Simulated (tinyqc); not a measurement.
# Reverse leakage of an n+-p junction: diffusion, generation, trap-assisted and band-to-band tunnelling: two studies

One-sided abrupt junction in the depletion approximation, x from the junction (0) to W on the p side, field F = F0 (1 - x/W). Flat quasi-Fermi levels, long p side. Traps generate through SRH with both lifetimes shortened by 1 + Gamma (Hurkx enhancement, form for moderate fields); band-to-band generation is local and needs a total bending above Eg.

Values chosen for this exercise; band and dielectric values close to those of silicon: temperature T = 400 K; band gap Eg = 1.13 eV; relative permittivity eps_r = 11.8; conduction-band density of states at T Nc = 4.31e19 cm^-3; valence-band density of states at T Nv = 4.06e19 cm^-3; acceptor density of the lighter side Na = 5.8e17 cm^-3; donor density of the heavier side Nd = 1e19 cm^-3; SRH lifetime of both carriers at zero field tau = 4e-6 s; trap level above the intrinsic level Et = 0 eV; tunnelling mass mt = 0.24 m0; electron diffusion coefficient on the lighter side Dn = 7 cm^2/s; band-to-band prefactor Ab = 2.7e14 cm^-0.5 V^-2.5 s^-1; band-to-band field constant Bb = 1.89e7 V/cm; reverse bias VR = 2.4 V.

Constants: q = 1.602176634e-19 C, kB = 1.380649e-23 J/K, hbar = 1.054571817e-34 J s, m0 = 9.1093837015e-31 kg, Vt = kB T/q, eps0 = 8.8541878128e-14 F/cm where lengths are in cm. Results are converted to the units shown.

Each table varies one quantity; the others keep the values above.

## Leakage components against the SRH lifetime of both carriers at zero field

ni = sqrt(Nc Nv) exp(-Eg/(2 Vt)), Eg in volts; Vbi = Vt ln(Na Nd/ni^2); W = sqrt(2 eps0 eps_r (Vbi + VR)/(q Na)); F0 = 2 (Vbi + VR)/W; FG = sqrt(24 mt m0 (kB T)^3)/(q hbar); J_diff = q ni^2 sqrt(Dn/tau)(1 - exp(-VR/Vt))/Na. u = (Vbi + VR)(1 - x/W)^2, p = Na exp(-u/Vt), n = Nd exp((u - Vbi - VR)/Vt); G0 = ni^2 (1 - exp(-VR/Vt))/(tau (n + p + 2 ni cosh(Et/Vt))); Gamma = 2 sqrt(3 pi)(F/FG) exp((F/FG)^2); trap-assisted part G0 Gamma; G_bb = Ab F^2.5 exp(-Bb/F) with F in V/cm, zero unless Vbi + VR > Eg. Currents are q times the integrals over 0 to W; J_bb under 1e-8 of J is printed as 0; rows with F0/FG above 2.2, beyond the range of this Gamma, are left out.

The same in every row: F0 (kV/cm) = 770; F0/FG = 1.38; J_bb (A/cm^2) = 1.48e-7.

Leakage components against the SRH lifetime of both carriers at zero field:

| tau (s) | J_diff (A/cm^2) | J_SRH (A/cm^2) | J_TAT (A/cm^2) | J (A/cm^2) | largest part |
|---|---|---|---|---|---|
| 1e-10 | 7.40e-7 | 0.0128 | 0.189 | 0.202 | trap-assisted tunnelling |
| 1e-9 | 2.34e-7 | 0.00128 | 0.0189 | 0.0202 | trap-assisted tunnelling |
| 1e-8 | 7.40e-8 | 1.28e-4 | 0.00189 | 0.00202 | trap-assisted tunnelling |
| 1e-7 | 2.34e-8 | 1.28e-5 | 1.89e-4 | 2.02e-4 | trap-assisted tunnelling |
| 1e-6 | 7.40e-9 | 1.28e-6 | 1.89e-5 | 2.04e-5 | trap-assisted tunnelling |
| 1e-5 | 2.34e-9 | 1.28e-7 | 1.89e-6 | 2.17e-6 | trap-assisted tunnelling |
| 0.0001 | 7.40e-10 | 1.28e-8 | 1.89e-7 | 3.50e-7 | trap-assisted tunnelling |

J falls from 0.202 to 3.50e-7 A/cm^2. Trap-assisted tunnelling leads at tau = 1e-10 and in all other rows. J_SRH and J_TAT go as 1/tau and J_diff as tau^(-1/2); J_bb does not depend on it.

## Leakage components against the reverse bias

Same model as above.

Leakage components against the reverse bias:

| VR (V) | F0 (kV/cm) | F0/FG | J_diff (A/cm^2) | J_SRH (A/cm^2) | J_TAT (A/cm^2) | J_bb (A/cm^2) | J (A/cm^2) | largest part |
|---|---|---|---|---|---|---|---|---|
| 0.2 | 449 | 0.807 | 3.69e-9 | 5.27e-8 | 2.35e-7 | 0 | 2.91e-7 | trap-assisted tunnelling |
| 0.7 | 539 | 0.969 | 3.70e-9 | 1.34e-7 | 8.24e-7 | 8.37e-13 | 9.62e-7 | trap-assisted tunnelling |
| 1.2 | 616 | 1.11 | 3.70e-9 | 1.98e-7 | 1.61e-6 | 1.20e-10 | 1.81e-6 | trap-assisted tunnelling |
| 1.7 | 684 | 1.23 | 3.70e-9 | 2.53e-7 | 2.66e-6 | 4.10e-9 | 2.92e-6 | trap-assisted tunnelling |
| 2.2 | 747 | 1.34 | 3.70e-9 | 3.02e-7 | 4.05e-6 | 5.97e-8 | 4.42e-6 | trap-assisted tunnelling |
| 2.7 | 804 | 1.44 | 3.70e-9 | 3.47e-7 | 5.91e-6 | 5.01e-7 | 6.76e-6 | trap-assisted tunnelling |
| 3.2 | 857 | 1.54 | 3.70e-9 | 3.88e-7 | 8.39e-6 | 2.88e-6 | 1.17e-5 | trap-assisted tunnelling |
| 3.7 | 908 | 1.63 | 3.70e-9 | 4.26e-7 | 1.17e-5 | 1.25e-5 | 2.47e-5 | band-to-band tunnelling |
| 4.2 | 956 | 1.72 | 3.70e-9 | 4.62e-7 | 1.61e-5 | 4.43e-5 | 6.08e-5 | band-to-band tunnelling |

What does the table show?

J rises from 2.91e-7 to 6.08e-5 A/cm^2. Trap-assisted tunnelling leads at VR = 0.2, band-to-band tunnelling from 3.7 on. The ratio J_TAT/J_SRH goes from 4.45 to 34.8 as F0/FG goes from 0.807 to 1.72.

tinyqc, about 0.01 s, one thread, Intel Xeon 2.30GHz (shared host): `OMP_NUM_THREADS=1 python tinyqc.py 2290070 2290071 out.jsonl`
